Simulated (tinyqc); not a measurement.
Comparisons within one model: thin-film optics by transfer matrices. A value that a table varies takes the place of the one given here.

Indices N = n + i k. Snell: N0 sin(theta) = N_j sin(theta_j), with Im(N_j cos theta_j) >= 0. Admittance y_j = N_j cos theta_j for s and N_j/cos theta_j for p. Phase delta_j = 2 pi N_j cos theta_j d_j/lambda. Layer matrix [[cos delta, -i sin delta/y], [-i y sin delta, cos delta]], multiplied from the top down to M. (B, C) = M (1, y_sub); r = (y0 B - C)/(y0 B + C), R = |r|^2, T = 4 Re y0 Re y_sub/|y0 B + C|^2, absorbed in the films 1 - R - T.

Ellipsometry: rho = tan(Psi) exp(i Delta) = -conj(r_p/r_s) with the r of the admittance formula, Delta in 0 to 360 degrees, so that a bare dielectric at small angles gives Delta = 180.

Values chosen for the exercise (indices near those of resist, SiO2 on Cu; not measured data): lam = 365 nm (vacuum wavelength); n0 = 1 (ambient index); n = (1.673, 1.471, 1.257) (n of resist, SiO2, substrate); k = (0.024, 0, 1.853) (k in the same order); d = (220, 29.2) nm (thicknesses, top first); theta = 70 degrees (angle of incidence); pol = s (polarisation).

## Swing curve: thickness of the top film

The first entry of d takes the values listed.

Stack:
```
d_1 (nm)       R       T  absorbed
220.0     0.7456  0.1510    0.1034
242.0     0.6750  0.1902    0.1348
263.9     0.3829  0.3462    0.2709
285.9     0.0228  0.5138    0.4634
307.9     0.4179  0.2885    0.2936
329.9     0.6529  0.1665    0.1806
351.8     0.7032  0.1408    0.1560
373.8     0.6286  0.1738    0.1977
395.8     0.3456  0.2951    0.3593
417.8     0.0501  0.4054    0.5445
439.7     0.3831  0.2503    0.3666
461.7     0.6124  0.1527    0.2349
483.7     0.6649  0.1305    0.2046
```

How do the results move?

R swings between 0.0228 and 0.7456 on these points. The period is lambda/(2 Re(N_1 cos theta_1)) = 131.8 nm, six rows. The swing shrinks from 0.7228 in the first period to 0.6531 in the second, as the film absorbs the wave that returns from below. The swing ratio (max - min)/mean is 1.50.

## Angle of incidence

Both polarisations.

Stack:
```
theta (degrees)     R_s     R_p    Psi   Delta
0                0.1047  0.1047  45.00  180.00
15               0.1302  0.1240  44.31  174.77
30               0.2475  0.1816  40.58  161.44
45               0.4567  0.2244  35.03  147.71
55               0.5879  0.2030  30.44  140.93
60               0.6437  0.1724  27.36  138.14
65               0.6952  0.1294  23.33  134.93
70               0.7456  0.0787  17.99  128.78
75               0.7987  0.0334  11.56  108.79
80               0.8577  0.0309  10.74   44.85
85               0.9248  0.1915  24.47    9.88
```

What can be read from the table?

R_s and R_p agree at normal incidence (0.1047). R_p is lowest at 80 degrees of those listed (0.0309), where R_s = 0.8577; the top face alone would stop reflecting p light at arctan(n/n0) = 59.1 degrees, while the layers and the substrate below set where the minimum falls. R_s rises steadily with the angle.

## Sensitivity of the reflectance

R for both polarisations. Each row changes one parameter from the base and keeps the others.

Results:
```
case                          R_s     R_p     T_s
base                       0.7456  0.0787  0.1510
d = (225, 29.2) nm         0.7409  0.0994  0.1535
n = (1.706, 1.471, 1.257)  0.7493  0.1112  0.1501
k = (0.024, 0, 2.048)      0.7585  0.0922  0.1374
lam = 370 nm               0.7453  0.0684  0.1514
theta = 75 degrees         0.7987  0.0334  0.1172
```

What can be read from the table?

The largest shifts from the base row, up to three for each result and ties (the steps differ in size, so this ranks the rows, not the parameters). R_s: theta +0.0530, k +0.0128, d -0.0047. R_p: theta -0.0453, n +0.0325, d +0.0207. T_s: theta -0.0338, k -0.0136, d +0.0025.

(tinyqc, `OMP_NUM_THREADS=1 python tinyqc.py 1651847 1651848 out.jsonl`, Intel(R) Xeon(R) Processor @ 2.30GHz, 1 thread, shared host, about 0.01 s.)
